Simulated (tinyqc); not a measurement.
Ion implantation: universal nuclear stopping, Lindhard-Scharff electronic stopping and a Gaussian range profile: one step, computed by the program tinyqc.

An ion slows by elastic collisions with screened nuclei and by friction with electrons; channelling is ignored and the target is uniform.

Question. Damage. Kinchin-Pease count with efficiency 0.8: N_d = 0.8 nu/(2 E_d), taking all of nu as damage energy (an upper estimate, as recoils also lose energy to electrons). Spread over a depth R_p + dR_p, displacements per atom = Q N_d/(N (R_p + dR_p)).

Inputs (values chosen for the exercise, modelled on nitrogen ions in aluminium): target density N = 60.2 1/nm^3; dose Q = 6.6e+12 1/cm^2; displacement energy E_d = 25 eV.

energy lost to nuclei nu = 5.069677 keV

projected range R_p = 21.78364 nm

straggle dR_p = 6.887350 nm

Give: displacements per ion N_d; displacements per atom.

Answer.

displacements per ion N_d = 81.115

displacements per atom = 0.0031017

One displacement per atom would need a dose of 2.1e15 per cm^2 if no defects annealed.
